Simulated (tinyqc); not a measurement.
# p-type polysilicon, carrier trapping at grain boundaries: two studies

One-dimensional grains of size Lg, uniform ionised doping N, monovalent traps Qt at each boundary at a depth Et below (for electrons) or above (for holes) the band edge there, abrupt depletion of width W on each side of a boundary, Boltzmann statistics. xi is the distance from the band edge at the grain centre to the Fermi level. Trapped charge Qt/(1 + exp((xi + VB - Et)/Vt)) = 2 N W, barrier VB = q N W^2/(2 eps0 eps_r).

Values chosen for this exercise; values of the order met in polycrystalline silicon:
- T = 400 K (temperature)
- eps_r = 11.7 (relative permittivity)
- NB = 4.08e19 cm^-3 (valence-band density of states at T)
- Lg = 250 nm (grain size)
- Qt = 1.2e12 cm^-2 (trap density of a grain boundary)
- Et = 0.35 eV (depth of the trap level from the majority band edge at the boundary)
- ms = 0.37 m0 (mass for thermionic emission)
- fe = 0.25 (correction factor of the emission rate)
- mug = 71 cm^2/(V s) (mobility inside the grains)
- N = 3.2e17 cm^-3 (doping)

Constants: q = 1.602176634e-19 C, kB = 1.380649e-23 J/K, m0 = 9.1093837015e-31 kg, Vt = kB T/q, eps0 = 8.8541878128e-14 F/cm where lengths are in cm. Results are converted to the units shown.

Each table varies one quantity; the others keep the values above.

## Effect of the doping

If the trap equation with xi = Vt ln(NB/N) has a root W < Lg/2, the grain is partly depleted; otherwise W = Lg/2 and the trap equation gives xi = Et - VB + Vt ln(Qt/(N Lg) - 1). N* = Qt/Lg. n0 = NB exp(-xi/Vt); mean density n0 (1 - 2 W/Lg) by charge balance in a partly depleted grain, and n0 (sqrt(pi)/2) erf(u)/u with u = sqrt(VB/Vt) in a fully depleted one; v = sqrt(kB T/(2 pi ms m0)); barrier resistivity Vt exp(VB/Vt)/(q fe n0 v Lg); grain resistivity (1 - 2 W/Lg)/(q n0 mug); effective mobility 1/(q mean density total resistivity). Rows with xi above 0.45 V, towards mid-gap, are left out, since the other carrier type is ignored.

Effect of the doping:
columns A: N (cm^-3); B: N/N*; C: depleted share 2 W/Lg; D: VB (V); E: xi (V); F: mean density (cm^-3); G: resistivity (ohm cm); H: effective mobility (cm^2/(V s))
```
A             B        C        D       E         F        G      H
2.4e15  0.05000    1.000  0.02900  0.4225  1.509e14    80.65  513.0
5e15     0.1042    1.000  0.06041  0.3638  6.696e14    36.50  255.3
1.1e16   0.2292   0.9190   0.1123  0.2833  8.908e14    16.56  423.2
2.2e16   0.4583   0.6684   0.1188  0.2594  7.294e15    10.94  78.25
4.7e16   0.9792   0.4652   0.1229  0.2332  2.513e16    6.073  40.89
9.8e16    2.042   0.3191   0.1205  0.2079  6.673e16    2.882  32.45
2.1e17    4.375   0.1999   0.1014  0.1816  1.680e17   0.9433  39.38
4.3e17    8.958   0.1092  0.06195  0.1569  3.830e17   0.2767  58.89
9.1e17    18.96  0.05253  0.03034  0.1311  8.622e17   0.1094  66.18
1.9e18    39.58  0.02523  0.01461  0.1057  1.852e18  0.05052  66.71
```

Read the table: what changes, and by how much?

As N goes from 2.4e15 to 1.9e18, VB goes from 0.0290 through a maximum of 0.123 (at N = 4.7e16 among the rows listed) to 0.0146 V, the resistivity falls from 80.7 to 0.0505 ohm cm and the effective mobility moves up and down between 32.5 and 513 cm^2/(V s). The steepest fall of the resistivity among the rows, as N^(-1.7), lies between N = 2.1e17 and 4.3e17 cm^-3; N* = 4.80e16 cm^-3. While the grain is fully depleted VB grows as N; once the traps are full it falls as 1/N. For N = 2.4e15, 9.1e17, 1.9e18 VB is below Vt, where abrupt depletion and thermionic emission are rough. For N = 5e15, 1.1e16, 2.2e16 the grain is near the changeover between partial and full depletion, within a few Debye lengths, where both limits are rough. For N = 2.4e15, 5e15, 1.1e16, 2.2e16 the effective mobility exceeds mug, since drift through the depleted part of the grain is left out.

## Effect of the grain size

Same model as above.

N* = Qt/Lg.

Result of one run:
columns A: Lg (nm); B: N/N*; C: depleted share 2 W/Lg; D: VB (V); E: xi (V); F: mean density (cm^-3); G: resistivity (ohm cm); H: effective mobility (cm^2/(V s))
```
A        B      C         D       E         F      G      H
10  0.2667  1.000  0.006186  0.3787  6.518e14  291.8  32.81
```

What becomes of these results when the grain size Lg is changed from 10 to 31 nm, all else the same?

Result of the changed run:
columns A: Lg (nm); B: N/N*; C: depleted share 2 W/Lg; D: VB (V); E: xi (V); F: mean density (cm^-3); G: resistivity (ohm cm); H: effective mobility (cm^2/(V s))
```
A        B      C        D       E         F      G      H
31  0.8267  1.000  0.05945  0.2367  2.686e16  7.178  32.37
```

The whole series:
columns A: Lg (nm); B: N/N*; C: depleted share 2 W/Lg; D: VB (V); E: xi (V); F: mean density (cm^-3); G: resistivity (ohm cm); H: effective mobility (cm^2/(V s))
```
A         B        C         D       E         F       G      H
10   0.2667    1.000  0.006186  0.3787  6.518e14   291.8  32.81
17   0.4533    1.000   0.01788  0.3386  1.883e15   75.27  44.05
31   0.8267    1.000   0.05945  0.2367  2.686e16   7.178  32.37
53    1.413   0.6744   0.07904  0.1671  1.042e17   1.074  55.80
94    2.507   0.3802   0.07904  0.1671  1.983e17  0.7251  43.40
160   4.267   0.2234   0.07904  0.1671  2.485e17  0.5393  46.57
290   7.733   0.1233   0.07904  0.1671  2.806e17  0.4207  52.88
500   13.33  0.07149   0.07904  0.1671  2.971e17  0.3594  58.45
```

As Lg goes from 10 to 500, VB rises from 0.00619 to 0.0790 V, the resistivity falls from 292 to 0.359 ohm cm and the effective mobility moves up and down between 32.4 and 58.5 cm^2/(V s). For Lg = 10, 17 VB is below Vt, where abrupt depletion and thermionic emission are rough. For Lg = 31, 53 the grain is near the changeover between partial and full depletion, within a few Debye lengths, where both limits are rough.

Computed by the program tinyqc: `OMP_NUM_THREADS=1 python tinyqc.py 2830075 2830076 out.jsonl`, one thread of a shared Intel Xeon 2.30GHz, about 0.01 s for the whole run.
